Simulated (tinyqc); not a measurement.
Wafer bonding and layer transfer: bond energy, gap closing, particles, bonding of dissimilar wafers and hydrogen blisters: one step, computed by the program tinyqc. Command: `OMP_NUM_THREADS=1 python tinyqc.py 3030171 3030172 out.jsonl bond walk`. One thread of a shared host (Intel(R) Xeon(R) Processor @ 2.30GHz), about 0.01 s of CPU time with the checks.

gamma is the energy per area of each of the two surfaces; plates are isotropic, and both wafers have E1 and t1.

Question. Bond energy from the blade test. Two cantilevers opened by t_b: gamma = 3 t_b^2 E1 t1^3 E2 t2^3/(16 L^4 (E1 t1^3 + E2 t2^3)).

Inputs (values chosen for the exercise, for model wafers): Young's modulus E1 = 139 GPa; thickness t1 = 525 micrometre; blade thickness t_b = 230 micrometre; crack length L = 29.7 mm.

Pair: two equal wafers.

Give: bond energy gamma.

Answer.

bond energy gamma = 0.1282 J/m^2

An error of 5 % in L changes gamma by about 20 %. This is the level of van der Waals or hydrogen bonds, as after contact at room temperature.
